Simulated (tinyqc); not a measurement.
What moves the results: Shockley state of an s-p chain by decimation. A value that a table varies takes the place of the one given here.

Each site has s at -d/2 and p at +d/2: H0 = diag(-d/2, d/2). The block to the next site on the right is H1 = [[-ts, u], [-u, tp]] (rows s, p of site n; columns s, p of site n + 1). Bulk: H(k) = [[-d/2 - 2 ts cos k, 2i u sin k], [-2i u sin k, d/2 + 2 tp cos k]]. The bands are inverted at k = pi if d < 2 (ts + tp).

Decimation (Sancho-Rubio) at z = E + i eta: start with es = e = H0, A = H1, B = H1^T. Each round forms g = (z - e)^-1 and sets es += A g B, e += A g B + B g A, A = A g A, B = B g B, doubling the length covered. Stop when all |A| < 1e-10. Surface G = (z - es)^-1, bulk G = (z - e)^-1; densities -Im tr G/pi.

Parameters, chosen for this exercise:
```
symbol  value  unit  meaning
d       4.85   eV    Ep - Es
ts      1.19   eV    s-s hopping
tp      0.79   eV    p-p hopping
u       0.97   eV    s-p hopping
eta     0.05   eV    broadening
E1      -0.24  eV    first energy
dE      0.129  eV    step
E       -0.42  eV    energy
```

## Surface against bulk across the gap

Eleven energies E1 + j dE.

Densities (1/eV):
```
E (eV)  surface    bulk
-0.240   0.1085  0.1953
-0.111   0.0707  0.2541
0.018    0.0223  0.0908
0.147    0.0133  0.0283
0.276    0.0113  0.0183
0.405    0.0112  0.0165
0.534    0.0127  0.0193
0.663    0.0169  0.0314
0.792    0.0335  0.1111
0.921    0.1124  0.2629
1.050    0.1635  0.2104
```

edges of the bulk gap (201 k points) (eV): -0.0450  0.8450

How do the results move?

Inside the gap the bulk density is only the tail of the broadening, at least 0.0165. The surface density has no peak there, and a chain of 60 sites has no level in the gap.

## Through the band inversion

d = f 2 (ts + tp). Gap edges from 201 k points; levels in the gap from an open chain of 60 sites (their mean, and the weight on the two end sites summed over them, divided by their number); a dash: none.

Against d:
```
f     d (eV)  top of lower band (eV)  bottom of upper band (eV)  levels in the gap  mean level (eV)  end weight
0.10   0.396                 -1.3820                     1.7780                  2           0.0400       0.990
0.30   1.188                 -0.9860                     1.7860                  2           0.1200       0.910
0.50   1.980                 -0.5900                     1.3900                  2           0.2000       0.750
0.70   2.772                 -0.1940                     0.9940                  2           0.2800       0.510
0.85   3.366                  0.1030                     0.6970                  2           0.3400       0.278
1.15   4.554                  0.1030                     0.6970                  0                -           -
1.30   5.148                 -0.1940                     0.9940                  0                -           -
1.60   6.336                 -0.7880                     1.5880                  0                -           -
```

What can be read from the table?

Levels in the gap appear for f = 0.1, 0.3, 0.5, 0.7 and 0.85 and for none of the other rows; the gap closes at f = 1. The level lies at 0.0400 eV for f = 0.1 and 0.3400 eV for f = 0.85, on the line E = d (ts - tp)/(2 (ts + tp)), and its end weight goes from 0.99 to 0.28: no shift of the surface potential is needed, the inversion alone binds it.

## What each parameter does

Gap edges from 201 k points between 0 and pi, and the surface density at E by decimation. Each row changes one parameter from the base and keeps the others.

Results:
```
case           top of lower band (eV)  bottom of upper band (eV)  surface density (1/eV)
base                          -0.0450                     0.8450                  0.1354
d = 5.335 eV                  -0.2875                     1.0875                  0.0855
ts = 1.309 eV                  0.1930                     0.8450                  0.1438
tp = 0.869 eV                 -0.0450                     0.6870                  0.1367
u = 1.067 eV                  -0.0450                     0.8450                  0.1340
eta = 0.1 eV                  -0.0450                     0.8450                  0.1326
```

What does this show?

The largest shifts from the base row, up to three for each result and ties (the steps differ in size, so this ranks the rows, not the parameters). top of lower band (eV): d -0.2425, ts +0.2380; unchanged at the printed digits by tp, u and eta. bottom of upper band (eV): d +0.2425, tp -0.1580; unchanged at the printed digits by ts, u and eta. surface density (1/eV): d -0.0499, ts +0.0084, eta -0.0029. The base chain is not inverted, so no surface state lies in the gap; E lies in the lower band.

(tinyqc, `OMP_NUM_THREADS=1 python tinyqc.py 1481433 1481434 out.jsonl`, Intel(R) Xeon(R) Processor @ 2.30GHz, 1 thread, shared host, about 0.2 s.)
